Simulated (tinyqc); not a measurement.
What moves the results: optical gain and spontaneous emission in a bulk direct-gap semiconductor. A value that a table varies takes the place of the one given here.

Parabolic bands, vertical transitions, no excitons. For each hole band j: mr = me mj/(me + mj); joint density of states J_j(E) = (mr/c)^(3/2) sqrt(E - Eg)/(2 pi^2), both spins, c = hbar^2/2m0; averaged matrix element |e.p|^2 = m0 Ep/6; alpha_j(E) = 4 pi^2 alpha_f c Ep J_j/(3 nr E) in 1/angstrom (alpha_f the fine-structure constant, listed as alpha among the constants), times 1e8 for 1/cm.

F_j(eta) = (1/Gamma(j + 1)) integral_0^infinity x^j dx/(1 + exp(x - eta)), which tends to exp(eta) for eta << 0.

Quasi-Fermi levels: n = Nc F_1/2(Fc/kT) and p = Nv F_1/2(Fv/kT), Fc counted up from the conduction edge and Fv down from the valence edge; Nc, Nv from N = 2 (m kB T/(4 pi c))^(3/2) with c = hbar^2/2m0, in 1/angstrom^3; times 1e24 for 1/cm^3, with me and (mhh^(3/2) + mlh^(3/2))^(2/3).

For band j the electron sits at Ee = (E - Eg) mr/me above its edge and the hole at Eh = (E - Eg) mr/mj; fe = 1/(1 + exp((Ee - Fc)/kT)), fh = 1/(1 + exp((Eh - Fv)/kT)); gain g = sum_j alpha_j (fe + fh - 1).

Spontaneous rate: R = integral of (nr E/(hbar c))^2/(pi^2 hbar) sum_j alpha_j fe fh dE, with alpha in 1/cm and (nr E/(hbar c))^2 in 1/cm^2 (1e16 per 1/angstrom^2); B = R/(n p); lifetime n/R.

Constants: hbar^2/2m0 = 3.80998211 eV angstrom^2; fine-structure constant alpha = 0.007297352564; kB = 8.617333262e-05 eV/K; hbar = 6.58211957e-16 eV s; hbar c = 1973.269805 eV angstrom.

Values chosen for the exercise (near those of InGaAs; shifted at random, so the results belong to these values and not to a real crystal): Eg = 0.748 eV (direct gap); me = 0.0416 m0 (electron mass); mhh = 0.462 m0 (heavy-hole mass); mlh = 0.0529 m0 (light-hole mass); Ep = 23.3 eV (Kane energy); nr = 3.6 (refractive index); T = 200 K; n = 9.7e+17 1/cm^3 (injected density, n = p).

## Peak gain against injection

The peak is the largest g over E; a dash marks no gain.

Gain:
```
n (1/cm^3)  Fc (eV)  Fv (eV)  peak gain (1/cm)  peak E - Eg (eV)  B (cm^3/s)
2.0e+17      0.0197  -0.0532                 -                 -    2.44e-10
3.2e+17      0.0337  -0.0450                 -                 -    2.31e-10
4.6e+17      0.0467  -0.0385                30            0.0029    2.17e-10
5.6e+17      0.0549  -0.0350               106            0.0073    2.09e-10
7.1e+17      0.0659  -0.0307               236            0.0138    1.98e-10
9.1e+17      0.0791  -0.0261               409            0.0219    1.86e-10
1.2e+18      0.0964  -0.0210               642            0.0326    1.72e-10
1.6e+18      0.1178  -0.0155               926            0.0452    1.57e-10
```

transparency density (Fc + Fv = 0) = 3.97e+17 1/cm^3

How do the results move?

Gain starts at 3.97e+17 1/cm^3, where Fc = -Fv = 0.0411 eV: with Nv/Nc = 38 the electrons must be degenerate before the holes are. The slope of peak gain against n is 7.65e-16 cm^2 between the first two rows with gain and 7.11e-16 between the last two; the peak moves from 0.0029 to 0.0452 eV above the gap as the bands fill, and B falls by a factor 1.56. Line broadening and gap shrinkage are left out.

## Gain spectrum

At the density n.

Spectrum:
```
E - Eg (eV)  alpha, empty (1/cm)  fe, heavy  fh, heavy  g (1/cm)
0.005                       1668      0.989      0.187       286
0.010                       2343      0.986      0.183       377
0.020                       3270      0.977      0.176       453
0.030                       3954      0.961      0.169       448
0.045                       4751      0.918      0.159       301
0.060                       5384      0.834      0.150       -70
0.080                       6066      0.634      0.138     -1074
0.100                       6623      0.374      0.127     -2573
0.130                       7293      0.108      0.112     -4677
0.170                       7976      0.014      0.094     -6537
0.220                       8605      0.001      0.076     -7912
```

Fc + Fv = 0.0579 eV

What does this show?

g is positive below E - Eg = 0.0579 eV; the largest value listed is 453 1/cm at 0.020 eV. At 0.220 eV above the gap g is -0.92 times the absorption of the empty crystal, whose limit is -1.

## Transparency density and B against temperature

Eg is held fixed; B is taken at n = 1e15 1/cm^3.

Results:
```
T (K)  transparency density (1/cm^3)  Fc/kT there  B (cm^3/s)
100                         1.40e+17        2.388    7.59e-10
150                         2.58e+17        2.388    4.17e-10
200                         3.97e+17        2.388    2.73e-10
250                         5.54e+17        2.388    1.97e-10
300                         7.29e+17        2.388    1.51e-10
350                         9.18e+17        2.388    1.21e-10
400                         1.12e+18        2.388    9.99e-11
500                         1.57e+18        2.388    7.26e-11
```

What does this show, and why?

Fc/kT at transparency stays at 2.388, since it depends on Nv/Nc alone, so the density goes as T^1.50. B goes as T^-1.46, against T^-1.5 for non-degenerate carriers: hot carriers spread over k and fewer pairs share a wave vector.

## What moves transparency and gain

Transparency is Fc + Fv = 0; the peak is the largest g over E at the density n (0 if none). Each row changes one parameter from the base and keeps the others.

Results:
```
case                 transparency density (1/cm^3)  Fc + Fv (eV)  peak gain (1/cm)
base                                      3.97e+17        0.0579               459
me = 0.0478 m0                            4.56e+17        0.0462               457
mhh = 0.277 m0                            3.09e+17        0.0718               866
Ep = 25.6 eV                              3.97e+17        0.0579               504
T = 240 K                                 5.21e+17        0.0454               284
n = 1.26e+18 1/cm^3                       3.97e+17        0.0797               687
nr = 3.78                                 3.97e+17        0.0579               437
```

How do the results move?

The largest shifts from the base row, up to three for each result and ties (the steps differ in size, so this ranks the rows, not the parameters). transparency density (1/cm^3): T +1.25e+17, mhh -8.74e+16, me +5.92e+16; unchanged at the printed digits by Ep, n and nr. Fc + Fv (eV): n +0.0218, mhh +0.0139, T -0.0125; unchanged at the printed digits by Ep and nr. peak gain (1/cm): mhh +407, n +228, T -175.

(tinyqc, `OMP_NUM_THREADS=1 python tinyqc.py 1681531 1681532 out.jsonl`, Intel(R) Xeon(R) Processor @ 2.30GHz, 1 thread, shared host, about 0.08 s.)
